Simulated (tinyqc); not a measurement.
## Electron continuity equation in a given potential, Scharfetter-Gummel discretisation: current and errors against the applied potential

Steady state in one dimension: J = q mu n E + q D dn/dx with E = -dpsi/dx and D = mu Vt, dJ/dx = 0, fixed densities nL and nR at the ends. The potential is given, psi = U x/L - Ub exp(-((x/L - xb)/sb)^2), and is not changed by the electrons.

9 equal intervals. Fluxes J_i = (q D/h)(n_(i+1) P_i - n_i Q_i), d_i = (psi_(i+1) - psi_i)/Vt: Scharfetter-Gummel P = B(d), Q = B(-d), B(d) = d/(exp(d) - 1); central P = 1 - d/2, Q = 1 + d/2; upwind P = 1 + max(-d, 0), Q = 1 + max(d, 0). Balance at each inner node: J_i - J_(i-1) = 0. The reference is Scharfetter-Gummel on 4000 intervals or more. Errors are those of J on the first interval against the reference at its midpoint; errors under 1e-6 % are printed as 0.

Inputs (values chosen for the exercise); mobility close to that of In0.53Ga0.47As at room temperature: temperature T = 450 K; electron mobility mu = 11200 cm^2/(V s); length of the region L = 0.15 um; density at x = 0 nL = 1.5e15 cm^-3; density at x = L nR = 6.4e15 cm^-3; depth of the dip in psi (a barrier for electrons) Ub = 0.37 V; position of the barrier over L xb = 0.48; width of the barrier over L sb = 0.17.

Constants: q = 1.602176634e-19 C, kB = 1.380649e-23 J/K, Vt = kB T/q. Results are converted to the units shown.

Current and errors against the applied potential:

| U (V) | largest \|d\| | reference J (A/cm^2) | SG error (%) | central error (%) | upwind error (%) | most negative central n (cm^-3), 0 if none |
|---|---|---|---|---|---|---|
| 0.017 | 5.022 | 10.57 | 65.9 | -1.44e4 | 2.50e4 | -3.72e14 |
| 0.07 | 5.174 | -3.491 | 64.9 | 7.80e4 | -2.35e4 | -3.41e14 |
| 0.17 | 5.461 | -37.39 | 62.6 | 1.38e4 | 6010 | -3.32e14 |
| 0.35 | 5.977 | -343.8 | 57.1 | 2460 | 2830 | -5.88e14 |
| 0.52 | 6.464 | -2506 | 49.5 | 74.8 | 803 | -3.76e14 |
| 0.77 | 7.180 | -3.410e4 | 27.2 | 153 | 52.6 | -8.96e16 |
| 1 | 7.839 | -1.351e5 | 4.06 | 40.5 | -32.1 | 0 |
| 1.6 | 9.558 | -2.846e5 | -1.25 | -25.3 | -16.0 | -9.89e14 |

The reference current falls from 10.6 to -2.85e5 A/cm^2. The largest errors in size are 66 % (Scharfetter-Gummel), 78000 % (central) and 25000 % (upwind). Central differences give negative densities for U = 0.017, 0.07, 0.17, 0.35, 0.52, 0.77, 1.6 V; these rows have |d| above 2, which makes negative values possible though not certain.

Range of the model: The drift velocity mu E exceeds 1e7 cm/s somewhere, where real mobilities no longer stay constant.

Computed by the program tinyqc: `OMP_NUM_THREADS=1 python tinyqc.py 2220071 2220072 out.jsonl`, one thread of a shared Intel Xeon 2.30GHz, about 0.01 s for the whole run.
